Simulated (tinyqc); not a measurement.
Plane-wave Kohn-Sham cycle with exchange-only LDA in a layered model solid, step by step. One step of it, computed by the program tinyqc.

Task: Iteration 2: levels at that k. Diagonalise the Hermitian matrix.

H (hartree):
```
           -3         -2         -1         +0         +1         +2         +3
-3   0.364852  -0.242818   0.010751   0.000142   0.000604   0.000367  -0.000040
-2  -0.242818   0.060235  -0.242818   0.010751   0.000142   0.000604   0.000367
-1   0.010751  -0.242818  -0.122535  -0.242818   0.010751   0.000142   0.000604
+0   0.000142   0.010751  -0.242818  -0.183459  -0.242818   0.010751   0.000142
+1   0.000604   0.000142   0.010751  -0.242818  -0.122535  -0.242818   0.010751
+2   0.000367   0.000604   0.000142   0.010751  -0.242818   0.060235  -0.242818
+3  -0.000040   0.000367   0.000604   0.000142   0.010751  -0.242818   0.364852
```

Give: eigenvalues.

Result:

eigenvalues (hartree): -0.5387  -0.3251  -0.1152  0.0898  0.2439  0.5266  0.5403
